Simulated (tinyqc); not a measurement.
Gated graphene: carriers, quantum capacitance and optical conductivity: sweeps and comparisons. A value that a table varies takes the place of the one given here.

Cones E = +/- hv |k|, four flavours, D(E) = 2|E|/(pi hv^2). n = (2/pi)(kT/hv)^2 F_1(mu/kT), p = (2/pi)(kT/hv)^2 F_1(-mu/kT), in 1/angstrom^2 (1e16 for 1/cm^2); F_1(eta) = integral_0^infinity x dx/(1 + exp(x - eta)). Cq/e^2 = d(n - p)/d mu = (2 kT/(pi hv^2)) ln(2 + 2 cosh(mu/kT)).

Gate: V = mu/e + e (n - p)/Cox with Cox/e^2 = k/(4 pi e2 t), t in angstrom, e2 = e^2/(4 pi eps0); 1/(eV angstrom^2) in C/e^2 equals 1602.176634 microfarad/cm^2; total 1/C = 1/Cox + 1/Cq.

Conductivity over sigma0 = e^2/(4 hbar): interband Re = sinh(E/2kT)/(cosh(mu/kT) + cosh(E/2kT)); intraband Re = (8 kT/pi) ln(2 cosh(mu/2kT)) Gm/(E^2 + Gm^2). A free sheet absorbs about pi alpha_f Re(sigma/sigma0), alpha_f the fine-structure constant (alpha among the constants).

Constants: kB = 8.617333262e-05 eV/K; e^2/(4 pi eps0) = 14.39964547 eV angstrom; fine-structure constant alpha = 0.007297352564.

Parameters, chosen for this exercise (Fermi velocity near that of graphene, gate dielectric near HfO2; shifted at random, so the results belong to these values and not to a real crystal): hv = 6.48 eV angstrom (hbar vF); T = 300 K; k = 17.41 (dielectric constant of the gate layer); t = 3 nm (its thickness); Gm = 20 meV (intraband damping); V = 0.09 V (gate voltage from the neutrality point).

## Gate sweep

Results:
```
V (V),mu (eV),n - p (1/cm^2),n + p (1/cm^2),Cq (microfarad/cm^2),C/Cox,Cox V/e (1/cm^2)
0,0.0000,0,1.67e+11,0.871,0.145,0
0.0027,0.0023,1.26e+10,1.67e+11,0.872,0.145,8.66e+10
0.0072,0.0062,3.36e+10,1.70e+11,0.879,0.146,2.31e+11
0.018,0.0153,8.51e+10,1.85e+11,0.925,0.153,5.77e+11
0.036,0.0304,1.79e+11,2.37e+11,1.08,0.173,1.15e+12
0.063,0.0522,3.47e+11,3.73e+11,1.42,0.217,2.02e+12
0.090,0.0727,5.55e+11,5.67e+11,1.84,0.264,2.89e+12
0.14,0.1076,1.04e+12,1.04e+12,2.63,0.339,4.49e+12
0.20,0.1451,1.76e+12,1.76e+12,3.53,0.407,6.41e+12
```

At neutrality n + p = 1.67e+11 1/cm^2 of thermal carriers remain and C/Cox = 0.145; at the last row C/Cox = 0.407 and the plain capacitor rule overstates n - p by 264.1 %. Between the last two rows mu goes as V^0.84; for |mu| well above kT the limits are 1/2 where Cox is small against Cq and 1 where it is large.

## Absorption spectrum

mu = 0.07269 eV

Results:
```
E (eV),interband,intraband,absorption (%)
0.015,0.0313,3.0845,7.143
0.029,0.0621,1.5535,3.704
0.051,0.1169,0.6424,1.741
0.073,0.1834,0.3365,1.192
0.102,0.2935,0.1784,1.082
0.124,0.3927,0.1222,1.180
0.145,0.4946,0.0900,1.340
0.167,0.6007,0.0681,1.533
0.189,0.6977,0.0534,1.722
0.233,0.8442,0.0353,2.016
0.291,0.9433,0.0227,2.215
0.436,0.9964,0.0101,2.307
```

The edge lies at 2|mu| = 0.145 eV and, for |mu| above about 3 kT (here 2.8), rises from 10 % to 90 % over about 8.8 kT = 0.227 eV. The absorption is lowest, 1.082 %, at 0.102 eV of those listed, between the Drude tail and the edge; at the last row it is 2.307 % against pi alpha_f = 2.293 %. The thin-sheet formula fails where the absorption is large, and trigonal warping matters above about 1.5 eV.

## What moves the Fermi level

All results formed anew. Each row changes one parameter from the base and keeps the others.

Results:
```
case,mu (eV),n - p (1/cm^2),C/Cox
base,0.0727,5.552e+11,0.2636
V = 0.117 V,0.0920,8.023e+11,0.3064
t = 2.1 nm,0.0768,6.038e+11,0.2081
k = 20.89,0.0749,5.810e+11,0.2343
hv = 7.13 eV angstrom,0.0750,4.809e+11,0.2329
T = 400 K,0.0704,6.272e+11,0.2715
```

The largest shifts from the base row, up to three for each result and ties (the steps differ in size, so this ranks the rows, not the parameters). mu (eV): V +0.0193, t +0.0041, hv +0.0023. n - p (1/cm^2): V +2.47e+11, hv -7.43e+10, T +7.20e+10. C/Cox: t -0.0555, V +0.0428, hv -0.0306.

(tinyqc, `OMP_NUM_THREADS=1 python tinyqc.py 1681269 1681270 out.jsonl`, Intel(R) Xeon(R) Processor @ 2.30GHz, 1 thread, shared host, about 0.01 s.)
